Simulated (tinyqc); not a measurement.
Defect-molecule model of a vacancy with Jahn-Teller distortion: one step. Transition levels and the effective U. Five cases, with inputs chosen for the exercise.

Task: From the energies W_n of the relaxed states with n = 0, 1, 2 electrons: E(2+/+) = W1 - W0, E(+/0) = W2 - W1, U_eff = E(+/0) - E(2+/+), E(2+/0) = (W2 - W0)/2.

Give: levels above Ev; U_eff.

Case 1.

States:

| n | charge | Q_n (angstrom) | gain (eV) | W_n (eV) |
|---|---|---|---|---|
| 0 | 2+ | 0.000000 | 0.000000 | 0.000000 |
| 1 | + | 0.159677 | 0.158081 | 0.111919 |
| 2 | 0 | 0.319355 | 0.632323 | 0.157677 |

Result:

levels above Ev (eV): (2+/+) 0.1119, (+/0) 0.0458, (2+/0) 0.0788

U_eff = -0.0662 eV

U_eff < 0: the second electron is bound more strongly than the first, the + state is never the lowest, and the charge changes by two at 0.0788 eV.

Case 2.

States:

| n | charge | Q_n (angstrom) | gain (eV) | W_n (eV) |
|---|---|---|---|---|
| 0 | 2+ | 0.000000 | 0.000000 | 0.000000 |
| 1 | + | 0.165957 | 0.194170 | 0.135830 |
| 2 | 0 | 0.331915 | 0.776681 | 0.243319 |

Result:

levels above Ev (eV): (2+/+) 0.1358, (+/0) 0.1075, (2+/0) 0.1217

U_eff = -0.0283 eV

U_eff < 0: the second electron is bound more strongly than the first, the + state is never the lowest, and the charge changes by two at 0.1217 eV.

Case 3.

States:

| n | charge | Q_n (angstrom) | gain (eV) | W_n (eV) |
|---|---|---|---|---|
| 0 | 2+ | 0.000000 | 0.000000 | 0.000000 |
| 1 | + | 0.143704 | 0.139393 | 0.210607 |
| 2 | 0 | 0.287407 | 0.557570 | 0.362430 |

Result:

levels above Ev (eV): (2+/+) 0.2106, (+/0) 0.1518, (2+/0) 0.1812

U_eff = -0.0588 eV

U_eff < 0: the second electron is bound more strongly than the first, the + state is never the lowest, and the charge changes by two at 0.1812 eV.

Case 4.

States:

| n | charge | Q_n (angstrom) | gain (eV) | W_n (eV) |
|---|---|---|---|---|
| 0 | 2+ | 0.000000 | 0.000000 | 0.000000 |
| 1 | + | 0.186567 | 0.233209 | 0.236791 |
| 2 | 0 | 0.373134 | 0.932836 | 0.367164 |

Result:

levels above Ev (eV): (2+/+) 0.2368, (+/0) 0.1304, (2+/0) 0.1836

U_eff = -0.1064 eV

U_eff < 0: the second electron is bound more strongly than the first, the + state is never the lowest, and the charge changes by two at 0.1836 eV.

Case 5.

States:

| n | charge | Q_n (angstrom) | gain (eV) | W_n (eV) |
|---|---|---|---|---|
| 0 | 2+ | 0.000000 | 0.000000 | 0.000000 |
| 1 | + | 0.136264 | 0.168967 | 0.191033 |
| 2 | 0 | 0.272527 | 0.675868 | 0.274132 |

Result:

levels above Ev (eV): (2+/+) 0.1910, (+/0) 0.0831, (2+/0) 0.1371

U_eff = -0.1079 eV

U_eff < 0: the second electron is bound more strongly than the first, the + state is never the lowest, and the charge changes by two at 0.1371 eV.

Computed by tinyqc, one run a case: `OMP_NUM_THREADS=1 python tinyqc.py N N+1 out.jsonl` with N = 1451201, 1451396, 1451783, 1452338, 1452440; one thread of a shared Intel(R) Xeon(R) Processor @ 2.30GHz, about 0.01 s a run at most.
